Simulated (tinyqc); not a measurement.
Inside a calculation. Method: UKS/PBE0 in the sto-3g basis, for Li, spin multiplicity 2. One step of it, computed by the program tinyqc.

Problem. Iteration 2: building the Kohn-Sham matrix. J_ij = sum D_kl (ij|kl) with D = D(alpha) + D(beta), K_ij = sum D_kl (ik|jl) for each spin; F = H + J - 0.25 K(s) + V_xc; E = tr D H + tr D J / 2 - 0.125 sum_s tr D(s) K(s) + E_xc + E_nn.

D(alpha) after iteration 1:
```
           1Li 1s    1Li 2s   1Li 2px   1Li 2py   1Li 2pz
1Li 1s   0.976882  0.043853  0.000000  0.000000  0.000000
1Li 2s   0.043853  0.001969  0.000000  0.000000  0.000000
1Li 2px  0.000000  0.000000  1.000000  0.000000  0.000000
1Li 2py  0.000000  0.000000  0.000000  0.000000  0.000000
1Li 2pz  0.000000  0.000000  0.000000  0.000000  0.000000
```

D(beta) after iteration 1:
```
           1Li 1s    1Li 2s   1Li 2px   1Li 2py   1Li 2pz
1Li 1s   0.979098  0.039958  0.000000  0.000000  0.000000
1Li 2s   0.039958  0.001631  0.000000  0.000000  0.000000
1Li 2px  0.000000  0.000000  0.000000  0.000000  0.000000
1Li 2py  0.000000  0.000000  0.000000  0.000000  0.000000
1Li 2pz  0.000000  0.000000  0.000000  0.000000  0.000000
```

core Hamiltonian H = T + V (hartree):
```
            1Li 1s     1Li 2s    1Li 2px    1Li 2py    1Li 2pz
1Li 1s   -4.406095  -0.984581   0.000000   0.000000   0.000000
1Li 2s   -0.984581  -1.104759   0.000000   0.000000   0.000000
1Li 2px   0.000000   0.000000  -0.877579   0.000000   0.000000
1Li 2py   0.000000   0.000000   0.000000  -0.877579   0.000000
1Li 2pz   0.000000   0.000000   0.000000   0.000000  -0.877579
```

Two-electron integrals (ij|kl) in chemists' order, unique and non-zero (hartree):
```
(11|11) 1.680395   (21|11) 0.265420   (21|21) 0.049941   (22|11) 0.397727
(22|21) 0.092860   (22|22) 0.290562   (31|31) 0.008981   (32|31) 0.013788
(32|32) 0.064184   (33|11) 0.396640   (33|21) 0.092880   (33|22) 0.290497
(33|33) 0.312946   (41|41) 0.008981   (42|41) 0.013788   (42|42) 0.064184
(43|43) 0.016869   (44|11) 0.396640   (44|21) 0.092880   (44|22) 0.290497
(44|33) 0.279207   (44|44) 0.312946   (51|51) 0.008981   (52|51) 0.013788
(52|52) 0.064184   (53|53) 0.016869   (54|54) 0.016869   (55|11) 0.396640
(55|21) 0.092880   (55|22) 0.290497   (55|33) 0.279207   (55|44) 0.279207
(55|55) 0.312946
```

nuclear repulsion = 0 hartree

V_xc(alpha) (hartree):
```
            1Li 1s     1Li 2s    1Li 2px    1Li 2py    1Li 2pz
1Li 1s   -0.840734  -0.109812   0.000000   0.000000   0.000000
1Li 2s   -0.109812  -0.132389   0.000000   0.000000   0.000000
1Li 2px   0.000000   0.000000  -0.179945   0.000000   0.000000
1Li 2py   0.000000   0.000000   0.000000  -0.106926   0.000000
1Li 2pz   0.000000   0.000000   0.000000   0.000000  -0.106926
```

V_xc(beta) (hartree):
```
            1Li 1s     1Li 2s    1Li 2px    1Li 2py    1Li 2pz
1Li 1s   -0.835957  -0.106705   0.000000   0.000000   0.000000
1Li 2s   -0.106705  -0.084566   0.000000   0.000000   0.000000
1Li 2px   0.000000   0.000000  -0.094948   0.000000   0.000000
1Li 2py   0.000000   0.000000   0.000000  -0.078007   0.000000
1Li 2pz   0.000000   0.000000   0.000000   0.000000  -0.078007
```

E_xc = sum of w rho eps_xc = -1.43617766 hartree

Give: Coulomb J; exchange K(alpha); exchange K(beta); F(alpha); F(beta); total energy of this density.

Solution.

Coulomb J (hartree):
```
         1Li 1s  1Li 2s  1Li 2px  1Li 2py  1Li 2pz
1Li 1s    3.729   0.621    0.000    0.000    0.000
1Li 2s    0.621   1.085    0.000    0.000    0.000
1Li 2px   0.000   0.000    1.105    0.000    0.000
1Li 2py   0.000   0.000    0.000    1.072    0.000
1Li 2pz   0.000   0.000    0.000    0.000    1.072
```

exchange K(alpha) (hartree):
```
         1Li 1s  1Li 2s  1Li 2px  1Li 2py  1Li 2pz
1Li 1s    1.674   0.293    0.000    0.000    0.000
1Li 2s    0.293   0.122    0.000    0.000    0.000
1Li 2px   0.000   0.000    0.323    0.000    0.000
1Li 2py   0.000   0.000    0.000    0.027    0.000
1Li 2pz   0.000   0.000    0.000    0.000    0.027
```

exchange K(beta) (hartree):
```
         1Li 1s  1Li 2s  1Li 2px  1Li 2py  1Li 2pz
1Li 1s    1.667   0.278    0.000    0.000    0.000
1Li 2s    0.278   0.057    0.000    0.000    0.000
1Li 2px   0.000   0.000    0.010    0.000    0.000
1Li 2py   0.000   0.000    0.000    0.010    0.000
1Li 2pz   0.000   0.000    0.000    0.000    0.010
```

F(alpha) (hartree):
```
         1Li 1s  1Li 2s  1Li 2px  1Li 2py  1Li 2pz
1Li 1s   -1.936  -0.547    0.000    0.000    0.000
1Li 2s   -0.547  -0.183    0.000    0.000    0.000
1Li 2px   0.000   0.000   -0.033    0.000    0.000
1Li 2py   0.000   0.000    0.000    0.080    0.000
1Li 2pz   0.000   0.000    0.000    0.000    0.080
```

F(beta) (hartree):
```
         1Li 1s  1Li 2s  1Li 2px  1Li 2py  1Li 2pz
1Li 1s   -1.929  -0.540    0.000    0.000    0.000
1Li 2s   -0.540  -0.118    0.000    0.000    0.000
1Li 2px   0.000   0.000    0.130    0.000    0.000
1Li 2py   0.000   0.000    0.000    0.114    0.000
1Li 2pz   0.000   0.000    0.000    0.000    0.114
```

total energy of this density = -7.30182 hartree
